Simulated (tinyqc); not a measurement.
What each parameter does: valley splitting of a silicon quantum well in envelope theory.

The well lies at 0 < z < L; U(z) = V0 [1/(1 + exp(z/w)) + 1/(1 + exp((L - z)/w))] - e F z, 1 mV/nm = 1e-4 eV/angstrom. The envelope psi solves -(c/ml) psi'' + U psi = E psi, c = hbar^2/2m0, by three-point differences on a grid of 0.1 angstrom from -40 to L + 40 angstrom. The two valleys at +/- k0 couple through D = C0 times the integral of exp(-i q z) U(z) psi^2, q = 2 k0 (2 pi/a), and split by Ev = 2|D|.

Random alloy: with Y(z) = Yw + (Yb - Yw) B(z), B the bracket in U, and in-plane density exp(-r^2/ad^2)/(pi ad^2), D gains a random complex part of variance sigma^2 = (C0^2/pi)(a^2 V0/(8 ad (Yb - Yw)))^2 (4/a) times the integral of psi^4 Y (1 - Y). Alone it gives a mean splitting sqrt(pi) sigma; together with the smooth part the rms splitting is 2 sqrt(|D|^2 + sigma^2).

Constants: hbar^2/2m0 = 3.80998211 eV angstrom^2.

Parameters, chosen for this exercise (near those of a strained Si well in SiGe; not measured data): L = 94 angstrom (well width); V0 = 0.17 eV (conduction offset); ml = 0.922 m0 (mass along z); w = 1 angstrom (interface width parameter); F = 9 mV/nm (field pressing towards the upper interface); k0 = 0.838 2 pi/a (valley position); a = 5.431 angstrom (lattice constant); C0 = 0.24 (Bloch overlap factor); Yb = 0.26 (Ge share of the barrier); Yw = 0 (Ge share of the well); ad = 120 angstrom (dot radius).

Orbital spacing, psi^2 at z = L, the smooth splitting and sigma; V0 is held fixed when Yw changes. Each row changes one parameter from the base and keeps the others.

Results:

| case | E2 - E1 (meV) | psi^2(L) (1e-3/angstrom) | 2\|D\| (micro-eV) | sigma (micro-eV) |
|---|---|---|---|---|
| base | 26.02 | 4.763 | 6.45 | 8.9 |
| ad = 160 angstrom | 26.02 | 4.763 | 6.45 | 6.7 |
| Yw = 0.03 | 26.02 | 4.763 | 6.45 | 71.4 |
| L = 100 angstrom | 25.98 | 4.763 | 6.45 | 8.9 |
| V0 = 0.213 eV | 26.09 | 3.680 | 6.45 | 8.8 |
| w = 1.3 angstrom | 25.98 | 4.500 | 1.39 | 10.1 |
| F = 13.5 mV/nm | 33.84 | 7.237 | 9.83 | 13.3 |
| k0 = 0.818 2 pi/a | 26.02 | 4.763 | 7.45 | 8.9 |
| C0 = 0.288 | 26.02 | 4.763 | 7.73 | 10.6 |

The largest shifts from the base row, up to three for each result and ties (the steps differ in size, so this ranks the rows, not the parameters). E2 - E1 (meV): F +7.82, V0 +0.07, L -0.04, w -0.04; unchanged at the printed digits by ad, Yw, k0 and C0. psi^2(L) (1e-3/angstrom): F +2.474, V0 -1.083, w -0.262; unchanged at the printed digits by ad, Yw, L, k0 and C0. 2|D| (micro-eV): w -5.05, F +3.38, C0 +1.29; unchanged at the printed digits by ad, Yw, L and V0. sigma (micro-eV): Yw +62.6, F +4.5, ad -2.2; unchanged at the printed digits by L and k0.

tinyqc: `OMP_NUM_THREADS=1 python tinyqc.py 1282566 1282567 out.jsonl`; about 0.08 s, one thread, shared Intel(R) Xeon(R) Processor @ 2.30GHz.
